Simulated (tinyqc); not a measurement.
Surface orientation: inversion layer as a triangular well, valleys of the Ge type.

Four ellipsoidal valleys (eight halves) with their long axes along <111>, mass ml along the axis and mt across it. For a valley whose axis makes the angle theta with the surface normal, 1/m_z = cos^2(theta)/ml + sin^2(theta)/mt sets the confinement; in the plane the masses are m_1 = mt and m_2 = ml mt/m_z, and m_d = sqrt(m_1 m_2). The Gamma and Delta valleys are left out; the heavy Delta valleys, about 0.18 eV up, can lie lowest under strong confinement.

The field is taken as constant, e F = 4 pi (e^2/4 pi eps0)(Nd + eta Ns)/eps, with 1e12/cm^2 = 1e-4/angstrom^2, and the oxide as a hard wall at z = 0; c = hbar^2/2m0.

Level j of a valley lies at E_j = a_j (c (e F)^2/m_z)^(1/3) above the band edge at the surface, with the Airy zeros a_j = 2.338107, 4.087949, 5.520560, 6.786708, 7.944134, 9.022651, 10.040174, 11.008524, 11.936016, 12.828777, and has <z> = 2 E_j/(3 e F).

Subband i holds n_i = g m_d/(2 pi c) kB T ln(1 + exp((EF - E_i)/kB T)) (spin included), and EF is fixed by sum n_i = Ns over the levels listed or, where none are listed, over j = 0 to 9 of each group; 1e12/cm^2 = 1e-4/angstrom^2.

Constants: hbar^2/2m0 = 3.80998211 eV angstrom^2; e^2/(4 pi eps0) = 14.39964547 eV angstrom; kB = 8.617333262e-05 eV/K.

Parameters, chosen for this exercise (near those of Ge; the results hold for these values, not for the real material):
```
symbol  value  unit         meaning
ml      1.57   m0           longitudinal mass
mt      0.083  m0           transverse mass
eps     16                  dielectric constant
Nd      0.26   x 1e12/cm^2  depletion charge
eta     0.5                 share of Ns in the effective field
Ns      12     x 1e12/cm^2  electron sheet density
T       150    K            temperature
```

The same densities on four faces. m_c is the conductivity mass averaged over directions in the plane: 1/m_c = sum n_i (1/m_1 + 1/m_2)/2 / Ns.

Cases:
```
face
(100)
(110)
(111)
(211)
```

Rank the cases by m_c (m0), lowest first.

Answer: (111), (211), (110), (100).

Results:
```
face   valleys of lowest  lowest E (eV)  EF (eV)  share of lowest (%)  <z> (angstrom)  m_c (m0)
(100)                  4         0.2720   0.2939                100.0            25.6     0.154
(110)                  2         0.2213   0.2838                 95.6            21.2     0.146
(111)                  1         0.1158   0.2891                 50.0            17.1     0.091
(211)                  1         0.1669   0.2922                 62.6            20.0     0.133
```

The lowest level is deepest on (111), where a valley axis lies closest to the normal, and the lightest conductivity mass is on (111) (0.091 m0, against 0.154 m0 on (100)). EF, counted from the band edge at the surface, is lowest on (110) and spans 10 meV.

Program tinyqc; command `OMP_NUM_THREADS=1 python tinyqc.py 1251406 1251407 out.jsonl`; about 0.01 s on one thread of a shared Intel(R) Xeon(R) Processor @ 2.30GHz.
